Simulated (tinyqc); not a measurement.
Decay of LO phonons and the hot-phonon bottleneck in the cooling of electrons: one step, computed by the program tinyqc.

n(E, T) = 1/(exp(E/(k_B T)) - 1) is the Bose occupation. Electrons have a temperature T_e; the LO modes within their reach share one occupation N; the decay products stay at the lattice temperature.

Question. Lifetime and Raman width. Decay rate 1/tau = (1/tau_0) [1 + 2 n_2 + b (1 + 3 n_3 + 3 n_3^2)]/(1 + b), n_2 = n(hbar omega/2), n_3 = n(hbar omega/3). Full width Gamma = 1/(2 pi c tau) in 1/cm, c in cm/s.

Inputs (values chosen for the exercise, modelled on aluminium nitride): LO energy hbar omega = 110 meV; lifetime at T = 0, tau_0 = 1.3 ps; weight b of the three-phonon channel = 0.077; lattice temperature T = 250 K.

Decay channel: two equal phonons plus a three-phonon channel.

Constants: k_B = 8.617333262e-05 eV/K; c = 299792458 m/s.

Give: thermal factor tau_0/tau; phonon lifetime tau; Raman width Gamma; equilibrium LO occupation N_0.

Answer.

thermal factor tau_0/tau = 1.215

phonon lifetime tau = 1.070 ps

Raman width Gamma = 4.963 1/cm

equilibrium LO occupation N_0 = 0.006097

Stimulated decay shortens the lifetime by 18 %.
